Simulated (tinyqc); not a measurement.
# Current crowding under a contact, resistor ladder against the transmission-line model: convergence with the number of cells

A metal contact of length d and width W on a thin layer of the same width. The metal has no resistance, the sheet resistance under it equals Rsh, and current enters the layer at the front edge x = 0.

Cut the contact into n cells of length hc = d/n. Neighbouring cell centres are joined by a = W/(Rsh hc), each centre joins the metal (0 V) by g = W hc/rc, and I enters cell 1 through half a cell: -a v_(i-1) + b_i v_i - a v_(i+1) = I for i = 1 and 0 otherwise, b_i = g + 2 a (g + a at both ends). Rc = v_1/I + 1/(2 a). The error is against Transfer length Lt = sqrt(rc/Rsh); front resistance Rc = (Rsh Lt/W) coth(d/Lt); end resistance Re = (Rsh Lt/W)/sinh(d/Lt).

Inputs (values chosen for the exercise): sheet resistance of the semiconductor layer Rsh = 770 ohm/sq; specific contact resistivity rc = 9.3e-6 ohm cm^2; contact length d = 3.2 um; contact width W = 8.6 um.

Convergence with the number of cells:
```
n     hc/Lt  Rc (ohm)  error (%)
1     2.912     177.0       78.9
2     1.456     122.8       24.1
4    0.7279     105.4       6.50
8    0.3640     100.6       1.66
16   0.1820     99.40      0.418
32  0.09099     99.09      0.105
64  0.04550     99.01     0.0262
```

Read the table: what changes, and by how much?

The exact Rc is 98.982 ohm. The error falls from 79 % to 0.026 %, by a factor of 4.0 over the last doubling: second order in the cell length.

tinyqc, about 0.01 s, one thread, Intel Xeon 2.30GHz (shared host): `OMP_NUM_THREADS=1 python tinyqc.py 2760168 2760169 out.jsonl`
